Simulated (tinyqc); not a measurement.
Trap density from the barrier height.

Problem. In a partly depleted grain with all boundary traps filled, 2 N W = Qt and VB = q N W^2/(2 eps0 eps_r). Find Qt, W and the doping at which VB would equal Vt.

Parameters, values chosen for the exercise:
```
symbol,value,unit,meaning
T,300,K,temperature
eps_r,11.7,,relative permittivity
```

Constants: q = 1.602176634e-19 C, kB = 1.380649e-23 J/K, Vt = kB T/q, eps0 = 8.8541878128e-14 F/cm where lengths are in cm. Results are converted to the units shown.

doping = 4.7e17 cm^-3
barrier height = 0.092548733 V

Answer. Eliminating W gives VB = q Qt^2/(8 eps0 eps_r N), which falls as 1/N.

Qt = 1.500e12 cm^-2
W = 15.96 nm
doping for VB = Vt = 1.683e18 cm^-3

tinyqc, about 0.01 s, one thread, Intel Xeon 2.30GHz (shared host): `OMP_NUM_THREADS=1 python tinyqc.py 2830051 2830052 out.jsonl`
